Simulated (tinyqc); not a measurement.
Power iteration on a symmetric matrix, step by step. One step of it, computed by the program tinyqc.

Task: Step 3. w = (A - shift) v; v' = w/|w| with its largest component positive (the first on a tie); lambda = v'^T A v'.

A, lower triangle:
```
           1         2         3         4
1   0.804000
2  -0.275000  1.778000
3  -0.051000  0.102000  2.655000
4   0.882000  0.189000  0.395000  3.122000
```

vector after step 2: 0.215728  0.180509  0.485339  0.827843

shift = 0.190000

Give: vector after step 3; Rayleigh quotient after step 3.

Result:

vector after step 3: 0.2351  0.1293  0.4567  0.8482

Rayleigh quotient after step 3 = 3.5576
